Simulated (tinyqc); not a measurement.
Propagation of a band-gap error through k.p and effective-mass formulas: sweeps and comparisons. A value that a table varies takes the place of the one given here.

Chain, for a gap E (the reference Eg or another value), with Ep and Dso kept: 1/me = 1 + Ep (E + 2 Dso/3)/(E (E + Dso)); g* = 2 - 2 Ep Dso/(3 E (E + Dso)); g1(E) = g1 + (Ep/3)(1/E - 1/Eg), g2(E) = g2 + (Ep/6)(1/E - 1/Eg), light hole 1/(g1 + 2 g2), heavy hole 1/(g1 - 2 g2) along [100]; optical constant ei(E) = 1 + (ei - 1)(EP/(EP + E - Eg))^2, static e0(E) = ei(E) + e0 - ei.

Donor: R = Ry me/e0^2, a_B = a0 e0/me, Mott density (0.26/a_B)^3. Nc, Nv = 2 (m kT/(4 pi c))^(3/2), c = hbar^2/2m0, ni = sqrt(Nc Nv) exp(-E/2kT). Exciton: Ry mu/e0^2 with 1/mu = 1/me + g1(E). 1 angstrom^-3 = 1e24 cm^-3.

Constants: Ry = 13.60569312 eV; a0 (Bohr radius) = 0.5291772105 angstrom; kB = 8.617333262e-05 eV/K; hbar^2/2m0 = 3.80998211 eV angstrom^2.

Parameters, chosen for this exercise (reference values near those of GaSb, gap at low temperature; not measured data): Eg = 0.816 eV (gap at Gamma to the s-like level); Dso = 0.745 eV (spin-orbit splitting); Ep = 26.7 eV (Kane energy); g1 = 13.36 (Luttinger gamma1); g2 = 4.72 (gamma2); e0 = 15.7 (static dielectric constant); ei = 14.27 (optical dielectric constant); EP = 4.22 eV (mean (Penn) gap); mh = 0.37 m0 (density-of-states mass of the holes); T = 300 K (temperature); Eg2 = 0.726 eV (a wrong gap, of the size a hybrid functional can give).

## The size of the error

E = f Eg; ratios against f = 1.

Results:

| f | E (eV) | me ratio | light-hole ratio | e0 ratio | donor ratio | Mott ratio | g* | log10 ni ratio |
|---|---|---|---|---|---|---|---|---|
| 0.25 | 0.204 | 0.292 | 0.258 | 1.311 | 0.170 | 0.0111 | -66.498 | 4.74 |
| 0.40 | 0.326 | 0.447 | 0.411 | 1.236 | 0.292 | 0.0471 | -35.921 | 3.85 |
| 0.60 | 0.490 | 0.640 | 0.611 | 1.148 | 0.486 | 0.173 | -19.939 | 2.60 |
| 0.80 | 0.653 | 0.823 | 0.807 | 1.069 | 0.720 | 0.456 | -12.533 | 1.31 |
| 1.00 | 0.816 | 1.000 | 1.000 | 1.000 | 1.000 | 1.00 | -8.411 | 0.00 |
| 1.20 | 0.979 | 1.172 | 1.190 | 0.938 | 1.331 | 1.95 | -5.854 | -1.32 |
| 1.50 | 1.224 | 1.421 | 1.468 | 0.858 | 1.933 | 4.55 | -3.502 | -3.31 |
| 2.00 | 1.632 | 1.822 | 1.917 | 0.748 | 3.254 | 14.4 | -1.418 | -6.66 |

Between f = 0.8 and 1.2 the mean powers d ln(ratio)/d ln f are 0.87 for me, 0.96 for the light hole, -0.32 for e0, 1.52 for the donor energy and 3.58 for the Mott density; ni moves by -0.80 decades per 0.1 eV, against -0.1 eV/(2 kT ln 10) = -0.84 from the exponential alone, the rest coming from Nc through me^(3/4). Rows with E below about 8 kT bring ni near Nc, beyond Boltzmann statistics. g* keeps its sign, from -66.50 to -1.42.

## What each input does

All at E = Eg2. Each row changes one parameter from the base and keeps the others.

Results:

| case | me (m0) | light hole (m0) | e0 | donor (meV) | exciton (meV) | log10 ni |
|---|---|---|---|---|---|---|
| base | 0.0317 | 0.0392 | 16.28 | 1.625 | 1.109 | 11.853 |
| Eg2 = 0.784 eV | 0.0339 | 0.0422 | 15.90 | 1.822 | 1.241 | 11.388 |
| Dso = 0.805 eV | 0.0319 | 0.0392 | 16.28 | 1.638 | 1.114 | 11.856 |
| Ep = 24.564 eV | 0.0343 | 0.0395 | 16.28 | 1.762 | 1.173 | 11.879 |
| g1 = 14.429 | 0.0317 | 0.0376 | 16.28 | 1.625 | 1.084 | 11.853 |
| EP = 3.882 eV | 0.0317 | 0.0392 | 16.34 | 1.615 | 1.101 | 11.853 |
| ei = 13.128 | 0.0317 | 0.0392 | 16.23 | 1.635 | 1.115 | 11.853 |
| mh = 0.34 m0 | 0.0317 | 0.0392 | 16.28 | 1.625 | 1.109 | 11.826 |
| T = 324 K | 0.0317 | 0.0392 | 16.28 | 1.625 | 1.109 | 12.355 |

The largest shifts from the base row, up to three for each result and ties (the steps differ in size, so this ranks the rows, not the parameters). me (m0): Ep +0.0027, Eg2 +0.0022, Dso +0.0002; unchanged at the printed digits by g1, EP, ei, mh and T. light hole (m0): Eg2 +0.0030, g1 -0.0016, Ep +0.0003; unchanged at the printed digits by Dso, EP, ei, mh and T. e0: Eg2 -0.38, EP +0.05, ei -0.05; unchanged at the printed digits by Dso, Ep, g1, mh and T. donor (meV): Eg2 +0.197, Ep +0.136, Dso +0.012; unchanged at the printed digits by g1, mh and T. exciton (meV): Eg2 +0.133, Ep +0.065, g1 -0.025; unchanged at the printed digits by mh and T. log10 ni: T +0.502, Eg2 -0.465, mh -0.028; unchanged at the printed digits by g1, EP and ei.

(tinyqc, `OMP_NUM_THREADS=1 python tinyqc.py 1881244 1881245 out.jsonl`, Intel(R) Xeon(R) Processor @ 2.30GHz, 1 thread, shared host, about 0.01 s.)
